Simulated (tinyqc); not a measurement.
Worked calculation: CISD on RHF in the 6-311g basis, for H2, spin multiplicity 1. One step of it, computed by the program tinyqc.

Problem. CISD: determinants and Hamiltonian. Slater-Condon rules over spin orbitals, with the nuclear repulsion added and E(HF) subtracted on the diagonal. Only determinants linked to the reference directly or through others are kept (one block of an abelian symmetry group), so some states are absent.

one-electron integrals over orbitals h = C^T H C (hartree):
```
           1          2          3          4          5          6
1  -1.065279   0.000000   0.116329   0.000000   0.000000   0.054282
2   0.000000  -0.560499   0.000000   0.202500   0.031954   0.000000
3   0.116329   0.000000  -0.318348   0.000000   0.000000  -0.129572
4   0.000000   0.202500   0.000000  -0.258819  -0.189669   0.000000
5   0.000000   0.031954   0.000000  -0.189669   1.435633   0.000000
6   0.054282   0.000000  -0.129572   0.000000   0.000000   1.560403
```

Two-electron integrals over orbitals (pq|rs), unique and non-zero (hartree):
```
(11|11) 0.552283    (21|21) 0.080855    (22|11) 0.375630    (22|22) 0.323493
(31|11) -0.116329   (31|22) -0.043751   (31|31) 0.053502    (32|21) 0.008705
(32|32) 0.027613    (33|11) 0.352854    (33|22) 0.283885    (33|31) -0.039997
(33|33) 0.280838    (41|21) -0.076457   (41|32) 0.013861    (41|41) 0.091795
(42|11) -0.139479   (42|22) -0.065262   (42|31) 0.050664    (42|33) -0.053455
(42|42) 0.068048    (43|21) 0.056710    (43|32) 0.011378    (43|41) -0.051298
(43|43) 0.046815    (44|11) 0.441188    (44|22) 0.337011    (44|31) -0.078667
(44|33) 0.303332    (44|42) -0.099644   (44|44) 0.382241    (51|21) -0.028369
(51|32) 0.021045    (51|41) 0.050664    (51|43) -0.027518   (51|51) 0.069616
(52|11) -0.030162   (52|22) 0.002843    (52|31) 0.025454    (52|33) -0.007223
(52|42) 0.015634    (52|44) -0.022348   (52|52) 0.032198    (53|21) 0.035381
(53|32) -0.010726   (53|41) -0.046586   (53|43) 0.024813    (53|51) -0.040001
(53|53) 0.031129    (54|11) 0.120166    (54|22) 0.044588    (54|31) -0.055676
(54|33) 0.046259    (54|42) -0.054994   (54|44) 0.086318    (54|52) -0.042512
(54|54) 0.081000    (55|11) 0.576955    (55|22) 0.392061    (55|31) -0.136177
(55|33) 0.358157    (55|42) -0.160311   (55|44) 0.475782    (55|52) -0.066048
(55|54) 0.178359    (55|55) 0.699538    (61|11) -0.054282   (61|22) -0.020752
(61|31) 0.035250    (61|33) -0.017238   (61|42) 0.032925    (61|44) -0.051248
(61|52) 0.039352    (61|54) -0.063752   (61|55) -0.123567   (61|61) 0.067378
(62|21) -0.016981   (62|32) 0.009641    (62|41) 0.027997    (62|43) -0.017853
(62|51) 0.039614    (62|53) -0.021372   (62|62) 0.024762    (63|11) 0.082411
(63|22) 0.040498    (63|31) -0.033407   (63|33) 0.031386    (63|42) -0.038252
(63|44) 0.063318    (63|52) -0.020646   (63|54) 0.047191    (63|55) 0.120209
(63|61) -0.037768   (63|63) 0.031840    (64|21) 0.036614    (64|32) -0.020755
(64|41) -0.056676   (64|43) 0.028026    (64|51) -0.062057   (64|53) 0.040325
(64|62) -0.036424   (64|64) 0.062602    (65|21) 0.123536    (65|32) -0.015902
(65|41) -0.144436   (65|43) 0.092023    (65|51) -0.116243   (65|53) 0.090587
(65|62) -0.067709   (65|64) 0.120298    (65|65) 0.296726    (66|11) 0.585114
(66|22) 0.387465    (66|31) -0.137380   (66|33) 0.361939    (66|42) -0.162966
(66|44) 0.476054    (66|52) -0.068181   (66|54) 0.179564    (66|55) 0.697042
(66|61) -0.116480   (66|63) 0.118048    (66|66) 0.705979
```

nuclear repulsion = 0.49455814 hartree

Hartree-Fock energy = -1.08371716 hartree

Give: determinants; H - E(HF) between determinants.

Solution.

Occupation strings over the orbitals (2 doubly, a alpha, b beta, 0 empty; spin orbitals ordered 1a 1b 2a 2b ...): 200000 a0b000 a0000b b0a000 b0000a 020000 0a0b00 0a00b0 002000 00a00b 0b0a00 000200 000ab0 0b00a0 000ba0 000020 00b00a 000002

H - E(HF) between determinants (hartree):
```
        200000  a0b000  a0000b  b0a000  b0000a  020000  0a0b00  0a00b0
200000   0.000   0.000   0.000   0.000   0.000   0.081  -0.076  -0.028
a0b000   0.000   0.548  -0.047  -0.054  -0.035   0.009   0.057   0.035
a0000b   0.000  -0.047   2.659  -0.035  -0.067  -0.017   0.037   0.124
b0a000   0.000  -0.054  -0.035   0.548  -0.047  -0.009  -0.014  -0.021
b0000a   0.000  -0.035  -0.067  -0.047   2.659   0.017  -0.028  -0.040
020000   0.081   0.009  -0.017  -0.009   0.017   0.781   0.137   0.035
0a0b00  -0.076   0.057   0.037  -0.014  -0.028   0.137   1.096  -0.145
0a00b0  -0.028   0.035   0.124  -0.021  -0.040   0.035  -0.145   2.845
002000   0.054   0.076  -0.033  -0.076   0.033   0.028   0.011  -0.011
00a00b   0.035  -0.033  -0.021  -0.037   0.038   0.010  -0.021  -0.016
0b0a00   0.076  -0.014  -0.028   0.057   0.037  -0.137  -0.068  -0.016
000200   0.092  -0.051  -0.057   0.051   0.057   0.068   0.103  -0.055
000ab0   0.051  -0.047  -0.144   0.028   0.062   0.016  -0.055   0.042
0b00a0   0.028  -0.021  -0.040   0.035   0.124  -0.035  -0.016  -0.032
000ba0  -0.051   0.028   0.062  -0.047  -0.144  -0.016  -0.010   0.043
000020   0.070  -0.040  -0.116   0.040   0.116   0.032  -0.043  -0.034
00b00a  -0.035  -0.037   0.038  -0.033  -0.021  -0.010   0.018   0.021
000002   0.067  -0.038  -0.062   0.038   0.062   0.025  -0.036  -0.068

        002000  00a00b  0b0a00  000200  000ab0  0b00a0  000ba0  000020
200000   0.054   0.035   0.076   0.092   0.051   0.028  -0.051   0.070
a0b000   0.076  -0.033  -0.014  -0.051  -0.047  -0.021   0.028  -0.040
a0000b  -0.033  -0.021  -0.028  -0.057  -0.144  -0.040   0.062  -0.116
b0a000  -0.076  -0.037   0.057   0.051   0.028   0.035  -0.047   0.040
b0000a   0.033   0.038   0.037   0.057   0.062   0.124  -0.144   0.116
020000   0.028   0.010  -0.137   0.068   0.016  -0.035  -0.016   0.032
0a0b00   0.011  -0.021  -0.068   0.103  -0.055  -0.016  -0.010  -0.043
0a00b0  -0.011  -0.016  -0.016  -0.055   0.042  -0.032   0.043  -0.034
002000   1.222  -0.098  -0.011   0.047   0.025   0.011  -0.025   0.031
00a00b  -0.098   3.182   0.018   0.028   0.092   0.021  -0.040   0.091
0b0a00  -0.011   0.018   1.096  -0.103  -0.010  -0.145  -0.055   0.043
000200   0.047   0.028  -0.103   1.443  -0.103   0.055   0.103   0.081
000ab0   0.025   0.092  -0.010  -0.103   3.231   0.043  -0.081  -0.011
0b00a0   0.011   0.021  -0.145   0.055   0.043   2.845   0.042   0.034
000ba0  -0.025  -0.040  -0.055   0.103  -0.081   0.042   3.231   0.011
000020   0.031   0.091   0.043   0.081  -0.011   0.034   0.011   5.149
00b00a   0.098  -0.032  -0.021  -0.028  -0.040  -0.016   0.092  -0.091
000002   0.032  -0.012   0.036   0.063   0.120   0.068  -0.120   0.297

        00b00a  000002
200000  -0.035   0.067
a0b000  -0.037  -0.038
a0000b   0.038  -0.062
b0a000  -0.033   0.038
b0000a  -0.021   0.062
020000  -0.010   0.025
0a0b00   0.018  -0.036
0a00b0   0.021  -0.068
002000   0.098   0.032
00a00b  -0.032  -0.012
0b0a00  -0.021   0.036
000200  -0.028   0.063
000ab0  -0.040   0.120
0b00a0  -0.016   0.068
000ba0   0.092  -0.120
000020  -0.091   0.297
00b00a   3.182   0.012
000002   0.012   5.405
```
